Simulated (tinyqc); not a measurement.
Holstein polaron on two sites: one step, computed by the program tinyqc.

One electron on sites 1 and 2: H = -t (c1+ c2 + c2+ c1) + hbar omega sum_i b_i+ b_i - g hbar omega sum_i n_i (b_i + b_i+). The symmetric phonon shifts the energy by -g^2 hbar omega/2 and drops out; with b = (b_1 - b_2)/sqrt(2) there remains H = -t sigma_x + hbar omega b+ b - (g hbar omega/sqrt(2)) sigma_z (b + b+). Parity splits it into blocks p = +1 and -1 over phonon numbers n. Zero-point energies are left out. Weights Z refer to mode b alone; the displaced symmetric mode multiplies the full zero-phonon weight by exp(-g^2/2).

Problem. Energy scales. Polaron binding energy E_p = g^2 hbar omega; ratio E_p/t (the adiabatic potential has two wells when it exceeds 1); adiabaticity hbar omega/t.

Inputs (values chosen for the exercise, for a model dimer): hopping t = 20 meV; phonon energy hbar omega = 119 meV; coupling g = 0.202.

Give: E_p; E_p/t; hbar omega/t.

Solution.

E_p = 4.855676 meV

E_p/t = 0.24278

hbar omega/t = 5.95
